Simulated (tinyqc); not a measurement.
CISD on RHF in the 3-21g basis, for H2, spin multiplicity 1, step by step. One step of it, computed by the program tinyqc.

Problem. Orthogonalisation. S = U s U^T; canonical form X = U s^(-1/2), so that X^T S X = 1. Each column of U has its largest component positive (the first on a tie).

overlap S, lower triangle:
```
,1H 1s,1H 2s,2H 1s,2H 2s
1H 1s,1.000000
1H 2s,0.645899,1.000000
2H 1s,0.113415,0.308041,1.000000
2H 2s,0.308041,0.638568,0.645899,1.000000
```

Give: eigenvalues of S; X.

Solution.

eigenvalues of S: 0.1961  0.3866  1.0519  2.3654

X:
```
,1,2,3,4
1H 1s,-0.7018,0.9046,0.6193,0.2786
1H 2s,1.4342,-0.6893,0.3030,0.3657
2H 1s,0.7018,0.9046,-0.6193,0.2786
2H 2s,-1.4342,-0.6893,-0.3030,0.3657
```
